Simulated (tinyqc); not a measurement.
Microkinetic model of a Langmuir-Hinshelwood surface reaction A + (1/2) B2 = AB with Bronsted-Evans-Polanyi barriers: one step, computed by the program tinyqc. Command: `OMP_NUM_THREADS=1 python tinyqc.py 3027411 3027412 out.jsonl microkin walk`. One thread of a shared host (Intel(R) Xeon(R) Processor @ 2.30GHz), about 0.01 s of CPU time with the checks.

A adsorbs in equilibrium; B2 dissociates irreversibly on two free sites; adsorbed A and B react irreversibly and AB leaves at once. theta_A + theta_B + theta_* = 1.

Task: Steady state in closed form. theta_A = K_A p_A theta_*; 2 k1 p_B theta_*^2 = k2 theta_A theta_B, so theta_B = w theta_* with w = 2 k1 p_B/(k2 K_A p_A); theta_* = 1/(1 + K_A p_A + w); rate r = k2 theta_A theta_B.

Inputs (values chosen for the exercise, for a model catalyst): pressure p_A = 0.052 bar; pressure p_B = 0.19 bar; temperature T = 775 K.

K_A = 0.05005092 1/bar

k1 = 4290.920 1/(bar s)

k2 = 1.601825e+07 1/s

Give: w; theta_*; theta_A; theta_B; rate r.

Result:

w = 0.03911

theta_* = 0.9600

theta_A = 0.002498

theta_B = 0.03755

rate r = 1503 1/s per site

The surface is mostly free, and dissociation limits. Caution: the linear relation gives a negative E1, which is set to zero: dissociation is not activated.
